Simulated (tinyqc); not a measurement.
What moves the Fermi level: gated graphene: carriers, quantum capacitance and optical conductivity.

Cones E = +/- hv |k|, four flavours, D(E) = 2|E|/(pi hv^2). n = (2/pi)(kT/hv)^2 F_1(mu/kT), p = (2/pi)(kT/hv)^2 F_1(-mu/kT), in 1/angstrom^2 (1e16 for 1/cm^2); F_1(eta) = integral_0^infinity x dx/(1 + exp(x - eta)). Cq/e^2 = d(n - p)/d mu = (2 kT/(pi hv^2)) ln(2 + 2 cosh(mu/kT)).

Gate: V = mu/e + e (n - p)/Cox with Cox/e^2 = k/(4 pi e2 t), t in angstrom, e2 = e^2/(4 pi eps0); 1/(eV angstrom^2) in C/e^2 equals 1602.176634 microfarad/cm^2; total 1/C = 1/Cox + 1/Cq.

Constants: kB = 8.617333262e-05 eV/K; e^2/(4 pi eps0) = 14.39964547 eV angstrom.

Inputs chosen for the exercise (Fermi velocity near that of graphene, gate dielectric near SiO2; the results hold for these values, not for the real material): hv = 6.9 eV angstrom (hbar vF); T = 400 K; k = 3.99 (dielectric constant of the gate layer); t = 30 nm (its thickness); V = -4.85 V (gate voltage from the neutrality point).

All results formed anew. Each row changes one parameter from the base and keeps the others.

Results:
```
case                   mu (eV)  n - p (1/cm^2)   C/Cox
base                   -0.2169      -3.405e+12  0.9753
V = -6.305 V           -0.2503      -4.450e+12  0.9785
t = 21 nm              -0.2611      -4.818e+12  0.9708
k = 4.79               -0.2387      -4.069e+12  0.9731
hv = 7.59 eV angstrom  -0.2396      -3.389e+12  0.9730
T = 500 K              -0.2120      -3.409e+12  0.9748
```

The largest shifts from the base row, up to three for each result and ties (the steps differ in size, so this ranks the rows, not the parameters). mu (eV): t -0.0442, V -0.0334, hv -0.0228. n - p (1/cm^2): t -1.41e+12, V -1.04e+12, k -6.64e+11. C/Cox: t -0.0045, V +0.0032, hv -0.0023.

(tinyqc, `OMP_NUM_THREADS=1 python tinyqc.py 1682776 1682777 out.jsonl`, Intel(R) Xeon(R) Processor @ 2.30GHz, 1 thread, shared host, about 0.01 s.)
